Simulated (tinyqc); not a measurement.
# Vertical double-diffused power MOSFET, components of the on-resistance: two studies

Stripe cells of pitch Wp + a, two channels a cell. Current flows through the channels, spreads in the accumulation layer, passes the gap between the p bodies and spreads at 45 degrees into the drift layer below them. Low drain voltage, full ionisation.

Inputs (values chosen for the exercise); bulk values close to those of 4H silicon carbide:
```
symbol,value,unit,meaning
T,300,K,temperature
eps_r,9.38,,relative permittivity
Kc,22700,V/cm per (cm^-3)^(1/8),critical-field constant
BV,6500,V,rated breakdown voltage of the drift layer
mud,786,cm^2/(V s),drift mobility at 300 K
bt,2.4,,temperature exponent of the drift mobility
tox,56,nm,gate oxide thickness (eps_r 3.9)
Vov,5,V,gate overdrive
mch,21,cm^2/(V s),channel mobility
mac,160,cm^2/(V s),accumulation-layer mobility
Lc,1.3,um,channel length
Wp,3.6,um,"width of the p body in one cell, channels included"
a,4.8,um,gap between neighbouring p bodies
xp,1.8,um,depth of the p body
Nj,5,,doping of the gap over the drift doping
Vbi,2.91,V,built-in voltage of the body junction
Rs,0.16,mohm cm^2,substrate and contact resistance
```

Constants: q = 1.602176634e-19 C, eps0 = 8.8541878128e-14 F/cm where lengths are in cm. Results are converted to the units shown.

Each table varies one quantity; the others keep the values above.

## On-resistance against the width of the p body in one cell

Triangular field at breakdown with Ec = Kc N^(1/8): BV = eps0 eps_r Ec^2/(2 q N), so N = (eps0 eps_r Kc^2/(2 q BV))^(4/3); W = 2 BV/Ec; mu = mud (T/300 K)^(-bt); rho = 1/(q mu N); ideal resistance rho W. Pitch p = Wp + a, Cox = 3.9 eps0/tox; zero-bias depletion in the gap w0 = sqrt(2 eps0 eps_r Vbi/(q N Nj)), open gap g = a - 2 w0; R_ch = Lc p/(2 mch Cox Vov); R_acc = 0.6 a p/(4 mac Cox Vov), 0.6 being an empirical factor for current leaving the layer along its length; R_gap = (rho/Nj) xp p/g; spreading depth t = min(W, (p - g)/2); R_drift = (rho p/2) ln((g + 2 t)/g) + rho (W - t); R_on = the sum with Rs.

The same in every row: ideal (mohm cm^2) = 48.83.

On-resistance against the width of the p body in one cell:
```
Wp (um)  R_ch (mohm cm^2)  R_acc (mohm cm^2)  R_gap (mohm cm^2)  R_drift (mohm cm^2)  R_on (mohm cm^2)  largest term
3.2                 8.031              1.168             0.5566                49.57             59.48         drift
4                   8.834              1.284             0.6122                49.80             60.70         drift
4.9                 9.738              1.416             0.6748                50.10             62.09         drift
6                   10.84              1.576             0.7513                50.50             63.83         drift
7.4                 12.25              1.781             0.8487                51.06             66.10         drift
9.2                 14.05              2.043             0.9740                51.86             69.09         drift
11                  15.86              2.306              1.099                52.73             72.16         drift
14                  18.87              2.744              1.308                54.33             77.41         drift
```

What does the comparison show?

R_on rises from 59.5 to 77.4 mohm cm^2. The drift term is the largest at Wp = 3.2 and in all other rows. R_on is 1.22 times the ideal drift resistance in the first row and 1.59 times in the last.

## On-resistance against the gap between neighbouring p bodies

Same model as above.

The same in every row: ideal (mohm cm^2) = 48.83.

Result of one run:
```
a (um)  R_ch (mohm cm^2)  R_acc (mohm cm^2)  R_gap (mohm cm^2)  R_drift (mohm cm^2)  R_on (mohm cm^2)  largest term
6.3                9.939              1.896             0.4774                49.47             61.95         drift
```

What becomes of these results when the gap between neighbouring p bodies a is changed from 6.3 to 3.7 um, all else the same?

Result of the changed run:
```
a (um)  R_ch (mohm cm^2)  R_acc (mohm cm^2)  R_gap (mohm cm^2)  R_drift (mohm cm^2)  R_on (mohm cm^2)  largest term
3.7                7.329             0.8213             0.7519                49.96             59.02         drift
```

The whole series:
```
a (um)  R_ch (mohm cm^2)  R_acc (mohm cm^2)  R_gap (mohm cm^2)  R_drift (mohm cm^2)  R_on (mohm cm^2)  largest term
1.7                5.321             0.2740              4.322                52.23             62.31         drift
2.2                5.823             0.3880              1.733                50.97             59.08         drift
2.9                6.525             0.5732              1.029                50.32             58.61         drift
3.7                7.329             0.8213             0.7519                49.96             59.02         drift
4.9                8.533              1.266             0.5744                49.66             60.20         drift
6.3                9.939              1.896             0.4774                49.47             61.95         drift
8.3                11.95              3.003             0.4073                49.32             64.83         drift
11                 14.66              4.883             0.3590                49.20             69.26         drift
14                 17.67              7.492             0.3296                49.12             74.77         drift
```

R_on goes from 62.3 through a minimum of 58.6 (at a = 2.9 among the rows listed) to 74.8 mohm cm^2. The drift term is the largest at a = 1.7 and in all other rows. R_on is 1.28 times the ideal drift resistance in the first row and 1.53 times in the last. A narrow gap chokes the current while a wide one lengthens the pitch and so dilutes the channels, which gives the minimum.

Program tinyqc, `OMP_NUM_THREADS=1 python tinyqc.py 2230038 2230039 out.jsonl`; Intel Xeon 2.30GHz, shared host, one thread, about 0.01 s.
